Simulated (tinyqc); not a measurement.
Blur against noise: chemically amplified photoresist: aerial image, acid generation, bake, development and line width. Computed by tinyqc, a small Python program. Command: `OMP_NUM_THREADS=1 python tinyqc.py 3013399 3013400 out.jsonl resist walk`. One thread of a shared host (Intel(R) Xeon(R) Processor @ 2.30GHz), about 0.03 s of CPU time with the checks.

Lines and spaces of pitch p with a two-beam-like image; x = 0 is the middle of the bright space. The resist is positive and treated as uniform in depth.

Inputs (values chosen for the exercise, for a model resist at 193 nm):
```
quantity                      value     unit
pitch p                         160       nm
image contrast c               0.86        -
mean dose E                      11  mJ/cm^2
Dill parameter C              0.029  cm^2/mJ
bake time t                      90        s
photon energy                  6.42       eV
absorption coefficient alpha   0.69     1/um
```

Method:
- Dose E(x) = E [1 + c cos(2 pi x/p)]; acid h = 1 - exp(-C E(x)).
- Bake: the acid image is blurred by a Gaussian of variance sigma^2 = 2 D t (each Fourier term k of h, taken on 64 points, is multiplied by exp(-4 pi^2 k^2 D t/p^2)).
- For each sigma the edge is held at x = p/4; N is taken at the mean dose; edge noise = (dh/d ln E)/(sqrt(N V) |dh/dx|), both derivatives taken of the blurred acid, V = (2 sqrt(pi) sigma)^3, N = E alpha/(photon energy), 1 mJ/cm^2 = 62.41509 eV/nm^2.

Trade-off:
```
sigma/p  sigma (nm)  blur factor  photons in V  edge noise (nm)
0.02            3.2      0.99214    1.0771e+02           2.8652
0.04            6.4      0.96891    8.6169e+02           1.0266
0.07           11.2      0.90781    4.6181e+03           0.4623
0.10           16.0      0.82087    1.3464e+04           0.2917
0.14           22.4      0.67917    3.6945e+04           0.2071
0.18           28.8      0.52753    7.8522e+04           0.1801
0.22           35.2      0.38467    1.4336e+05           0.1817
0.27           43.2      0.23717    2.6501e+05           0.2163
0.33           52.8      0.11653    4.8385e+05           0.3256
```

What does the comparison show, and why?

The noise is least near sigma/p = 0.18 among these rows. More diffusion averages over more photons (noise falls as sigma^(-3/2)) until it erases the image slope (factor exp(-2 pi^2 sigma^2/p^2)); for a pure cosine the two balance at sigma/p = sqrt(3/8)/pi = 0.195. Caution: for a film thinner than the blur the noise falls as 1/sigma only, and the optimum moves to sigma/p = 1/(2 pi) = 0.159.

Extremes, crossings and ranges named in words are read from the listed rows.
